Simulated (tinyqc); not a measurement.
Transfer length from front and end resistance.

Question. A contact of length d and width W has Rc = (Rsh Lt/W) coth(d/Lt) and Re = (Rsh Lt/W)/sinh(d/Lt), with Rsh the sheet resistance under the metal and Lt = sqrt(rc/Rsh). Find Lt, Rsh and rc.

Values chosen for this exercise: contact length d = 0.86 um; contact width W = 7.9 um.

Rc = 4.5172956 ohm
Re = 0.092666041 ohm

Solution. Rc/Re = cosh(d/Lt) gives Lt, and Re then gives Rsh.

Lt = 0.188 um
Rsh = 190 ohm/sq
rc = 6.70e-8 ohm cm^2

Program tinyqc, `OMP_NUM_THREADS=1 python tinyqc.py 2760146 2760147 out.jsonl`; Intel Xeon 2.30GHz, shared host, one thread, about 0.01 s.
